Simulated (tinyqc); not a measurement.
Inside a calculation. Model: floating body of a partially depleted SOI transistor: body voltage and kink.

tinyqc, about 0.2 s, one thread, Intel Xeon 2.30GHz (shared host): `OMP_NUM_THREADS=1 python tinyqc.py 2182112 2182113 out.jsonl` Printed values are rounded.

Source at 0 V. Channel current Ic = 2 nf K Vt^2 [F(0) - F(Vd)](1 + la Vd), F(V) = ln^2(1 + exp((Vg - VT - nf V)/(2 nf Vt))), VT = VT0 - gb Vb. Saturation voltage Vs = 2 Vt sqrt(F(0)) + 3 Vt, excess Ve = (Vd - Vs + sqrt((Vd - Vs)^2 + 0.0004 V^2))/2, multiplication M1 = Ai Ve exp(-Bl/Ve). Each junction passes D(v) = J1 (exp(v/Vt) - 1) + J2 (exp(v/(2 Vt)) - 1). Bipolar current Ib = bb J1 (exp(Vb/Vt) - 1). The body settles where M1 (Ic + Ib) = D(Vb) + D(Vb - Vd) + Vb/Rb; drain current Id = (1 + M1)(Ic + Ib) - D(Vb - Vd).

Parameters, values chosen for the exercise; values of the order met in partially depleted silicon-on-insulator transistors: temperature T = 358 K; threshold at zero body voltage VT0 = 0.46 V; fall of the threshold per volt of body voltage gb = 0.14; slope factor nf = 1.21; gain factor per width K = 180 uA/(V^2 um); channel-length modulation factor la = 0.05 1/V; impact-ionisation prefactor Ai = 2.18 1/V; impact-ionisation voltage Bl = 5.6 V; diffusion saturation current of each junction J1 = 7.6e-10 uA/um; recombination saturation current of each junction J2 = 8.6e-7 uA/um; gain of the lateral bipolar transistor on the diffusion current bb = 0.5; resistance of a weak body tie to the source (1e9 stands for no tie, and the term is then dropped) Rb = 1e9 kohm um; gate voltage Vg = 0.41 V; drain voltage Vd = 2 V.

Constants: q = 1.602176634e-19 C, kB = 1.380649e-23 J/K, Vt = kB T/q. Results are converted to the units shown.

Range of the model: The multiplication law is an empirical form chosen for the exercise; self-heating and capacitive coupling to the body are left out, and the linear laws are rough once Vb passes about 0.7 V or M1 about 0.1.

## Starting value

Vb = 0.49 V.

Vb at the start = 0.49 V

## Iteration 1: new Vb

Current into the body I_in = M1 (Ic + Ib) - D(Vb - Vd), current out I_out = D(Vb) + Vb/Rb; f = ln(I_in/I_out), s = df/dVb by central differences over 1e-5 V, Vb(new) = Vb - f/s.

Ic = 0.310727 uA/um
Ve = 1.85657 V
M1 = 0.198245
I_in = 0.0621966 uA/um
I_out = 0.00842687 uA/um
f = 1.99888
s = -25.0685 1/V
Vb after iteration 1 = 0.569737 V

## Iteration 2: new Vb

As before.

Ic = 0.379479 uA/um
Ve = 1.85122 V
M1 = 0.195957
I_in = 0.0821689 uA/um
I_out = 0.0884820 uA/um
f = -0.0740226
s = -25.6467 1/V
Vb after iteration 2 = 0.566850 V

## Iteration 3: new Vb

As before.

Ic = 0.376792 uA/um
Ve = 1.85142 V
M1 = 0.196042
I_in = 0.0809803 uA/um
I_out = 0.0809633 uA/um
f = 2.09726e-4
s = -25.7891 1/V
Vb after iteration 3 = 0.566859 V

## Course of the iteration

Stop when the step is below 1e-10 V, or after 40 iterations.

Course of the iteration:
```
iteration  Vb before the step (V)  step (V)
1                            0.49    0.0797
2                        0.569737  -2.89e-3
3                        0.566850   8.13e-6
4                        0.566859  5.93e-11
```

Converged in 4 iterations.

## Drain current with floating and with grounded body

converged Vb = 0.566859 V

Id and VT at the converged Vb, Id at Vb = 0, their ratio, and the bipolar share Ib/(Ic + Ib).

VT = 0.380640 V
Id, floating = 0.494073 uA/um
Id, grounded = 0.0942185 uA/um
ratio = 5.24391
bipolar share = 8.78503 %

The body rises to 0.567 V and lowers the threshold by 79.4 mV.
